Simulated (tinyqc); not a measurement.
# Transistor under a ferroelectric capacitor (negative capacitance), static model: two studies

A ferroelectric film of thickness tf lies between the gate and an inner metal at potential v, which drives an ordinary transistor. One domain, P = Q (background permittivity neglected): Vg = v + tf (2 al Q + 4 be Q^3), al = -3 sqrt(3) Ec/(4 Pr), be = 3 sqrt(3) Ec/(8 Pr^3). Gate charge Q(v) = Qi + Cp v with the channel charge Qi = Cox n Vt ln(1 + exp((v - VT)/(n Vt))). Q in uC/cm^2, E in kV/cm; 1 nm times 1 kV/cm is 1e-4 V. Domains, leakage and the switching time are left out.

Values chosen for this exercise; Pr and Ec close to those of hafnium oxide based films:
- T = 300 K (temperature)
- Pr = 11 uC/cm^2 (remanent polarisation)
- Ec = 800 kV/cm (coercive field)
- Cox = 3.9 uF/cm^2 (capacitance of the inner oxide)
- Cp = 0.78 uF/cm^2 (overlap capacitance per gate area)
- VT = 0.31 V (threshold of the inner transistor)
- n = 1.32 (subthreshold factor of the inner transistor)
- Vg = 0.45 V (gate voltage)

Constants: q = 1.602176634e-19 C, kB = 1.380649e-23 J/K, Vt = kB T/q. Results are converted to the units shown.

Each table varies one quantity; the others keep the values above.

## Effect of the overlap capacitance per gate area

C = dQ/dv = Cox/(1 + exp(-(v - VT)/(n Vt))) + Cp; dVg/dv = 1 + C tf (2 al + 12 be Q^2); gain = dv/dVg. The largest gain is taken over -0.3 V < v < 2.5 V, tc is the thickness at which dVg/dv first touches zero, the swing is n Vt ln 10 (1 + 2 al tf Cp), v solves Vg(v) = Vg, and the last column compares Qi(v) with Qi(Vg) of the transistor without the film.

In this table tf = 5.1 nm.

Effect of the overlap capacitance per gate area:

| Cp (uF/cm^2) | tc (nm) | largest gain | swing (mV/decade) | v at Vg (V) | Qi with/without film |
|---|---|---|---|---|---|
| 0.1 | 13.49 | 1.608 | 77.82 | 0.5416 | 1.648 |
| 0.3 | 12.89 | 1.655 | 76.30 | 0.5583 | 1.767 |
| 0.5 | 12.35 | 1.703 | 74.79 | 0.5758 | 1.891 |
| 0.7 | 11.86 | 1.754 | 73.27 | 0.5940 | 2.020 |
| 0.9 | 11.42 | 1.807 | 71.76 | 0.6128 | 2.154 |
| 1.1 | 11.01 | 1.863 | 70.25 | 0.6322 | 2.292 |
| 1.3 | 10.64 | 1.920 | 68.73 | 0.6519 | 2.432 |
| 1.5 | 10.30 | 1.981 | 67.22 | 0.6718 | 2.574 |

As Cp goes from 0.1 to 1.5 uF/cm^2, the largest gain rises from 1.61 to 1.98, the swing falls from 77.8 to 67.2 mV a decade and tc falls from 13.5 to 10.3 nm.

## Effect of the ferroelectric thickness

Same model as above.

Effect of the ferroelectric thickness:

| tf (nm) | tc (nm) | largest gain | swing (mV/decade) | v at Vg (V) | Qi with/without film |
|---|---|---|---|---|---|
| 1.2 | 11.68 | 1.115 | 77.19 | 0.4726 | 1.159 |
| 1.6 | 11.68 | 1.159 | 76.72 | 0.4813 | 1.220 |
| 2.2 | 11.68 | 1.232 | 76.03 | 0.4957 | 1.322 |
| 3 | 11.68 | 1.346 | 75.10 | 0.5181 | 1.481 |
| 4 | 11.68 | 1.521 | 73.94 | 0.5524 | 1.725 |
| 5.5 | 11.68 | 1.890 | 72.21 | 0.6232 | 2.228 |
| 7.5 | 11.68 | 2.794 | 69.89 | 0.7776 | 3.326 |
| 10 | 11.68 | 6.953 | 66.99 | 1.097 | 5.602 |

As tf goes from 1.2 to 10 nm, the largest gain rises from 1.11 to 6.95, the swing falls from 77.2 to 67.0 mV a decade and tc stays at 11.7 nm. The gain grows as 1/(1 - tf/tc), the swing falls only linearly, because below threshold the film works against the small Cp. At tf = 14 nm tf is within 2 % of tc or beyond it, so those rows are left out. At tf = 10 nm the gate charge passes 2.5 uC/cm^2, about what a silicon dioxide interlayer withstands. At tf = 10 nm the gain relies on a single-domain state close to the fold, which domains would spoil.

Computed by the program tinyqc: `OMP_NUM_THREADS=1 python tinyqc.py 2860029 2860030 out.jsonl`, one thread of a shared Intel Xeon 2.30GHz, about 0.02 s for the whole run.
